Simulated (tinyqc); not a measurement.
# Chemical-mechanical planarisation: Preston law, pattern density and step-height reduction, step by step

A worked calculation. Computed by tinyqc, a small Python program that keeps every step. Command: `OMP_NUM_THREADS=1 python tinyqc.py 3021955 3021956 out.jsonl cmp walk`. One thread of a shared host (Intel(R) Xeon(R) Processor @ 2.30GHz), about 0.01 s of CPU time with the checks. Intermediate numbers are printed to about 6 digits and carried at full precision; extremes and crossings named in words are read from the listed rows.

A row of 8 cells, repeated periodically, holds raised features that cover a share rho of each cell.

Inputs (values chosen for the exercise, close to those used for copper polishing):
```
quantity                          value  unit
Preston coefficient K           4.3e-14  1/Pa
pressure P                           18   kPa
platen and carrier speed            110   rpm
distance between the centres         18    cm
initial step height h0              150    nm
contact height h_c                   37    nm
film above the raised areas z0      280    nm
cell size                           1.5    mm
planarisation length                3.2    mm
polish time t                        29     s
```

local pattern densities, cell by cell: 0.1  0.6  0.9  0.7  0.6  0.7  0.6  0.6

## Blanket rate

With equal rotation speeds the relative speed is uniform, v = omega r_c; Preston rate R0 = K P v.

relative speed v = 2.07345 m/s

blanket rate R0 = 1.60485 nm/s

## Effective density

The stiff pad averages the density: rho_eff(i) = sum_j w_ij rho_j / sum_j w_ij, w = exp(-2 d^2/L^2), L the planarisation length and d the distance between cell centres, summed over all periodic images of cell j.

normalised weights (images included) for cells 0, 1, 2, ... apart: 0.374008  0.241007  0.064487  0.007171  0.000661

effective densities: 0.433776  0.558313  0.704777  0.712566  0.667217  0.642415  0.592773  0.488163

Local densities span 0.1 to 0.9, effective ones 0.434 to 0.713.

## State at time t

While h > h_c only raised areas polish, at R0/rho_eff, until t_c = rho_eff (h0 - h_c)/R0. After that h = h_c exp(-(t - t_c)/tau), tau = rho_eff h_c/R0; low areas polish at R0 (1 - h/h_c) and raised areas at R0 [1 + (1 - rho_eff) h/(rho_eff h_c)]. Removed from raised areas after t_c: h0 - h_c + R0 (t - t_c) + (1 - rho_eff)(h_c - h); from low areas: R0 (t - t_c) - rho_eff (h_c - h). Film left = z0 less the removal from raised areas.

Cells:
```
cell   rho_eff  t_c (s)  step h (nm)  removed, raised (nm)  removed, low (nm)  film left on raised areas (nm)
1     0.433776  30.5428      42.7081               107.292                  0                         172.708
2     0.558313  39.3117      66.6406                83.359                  0                         196.641
3     0.704777  49.6244      83.9639                66.036                  0                         213.964
4     0.712566  50.1728      84.6858                65.314                  0                         214.686
5     0.667217  46.9798      80.2465                69.753                  0                         210.247
6     0.642415  45.2334      77.5536                72.446                  0                         207.554
7     0.592773  41.7380      71.4864                78.514                  0                         201.486
8     0.488163  34.3723      54.6616                95.338                  0                         184.662
```

range of film left across the row = 41.9777 nm

largest remaining step = 84.6858 nm

thinnest film left = 172.708 nm

0 of 8 cells have reached contact. The cell with the lowest rho_eff has lost the most film from its raised areas.

## Local against global planarity over time

Times are multiples of h0/R0; the range is the largest minus the smallest removal from raised areas.

Steps and range (nm):
```
multiple    t (s)  largest step  smallest step  range across the row  mean removal from raised areas
0.10        9.347       128.949        115.420               13.5294                          25.705
0.20       18.693       107.899         80.840               27.0587                          51.411
0.30       28.040        86.848         46.260               40.5881                          77.116
0.45       42.060        55.272         11.697               51.0826                         113.960
0.60       56.080        25.825          2.879               47.6114                         144.745
0.80       74.773         8.277          0.444               43.9461                         178.540
1.00       93.467         2.653          0.068               42.5422                         209.584
1.30      121.507         0.481          0.004               41.9545                         254.934
1.70      158.893         0.049          0.000               41.8326                         314.994
```

Local steps shrink to 0.049 nm or less, but the range across the row reaches up to 51.1 nm among these rows and ends at 41.8 nm, against the limit (largest - smallest rho_eff) h0 = 41.8 nm: once flat, all cells polish alike and the difference stays. Evener density (dummy fill), a longer planarisation length or a smaller initial step reduces it. Caution: in the last rows the removal passes z0 somewhere, so they describe a thicker film than the one given.

Checks made by the program: volume removed per cell equals R0 t (relative difference below 1e-10).
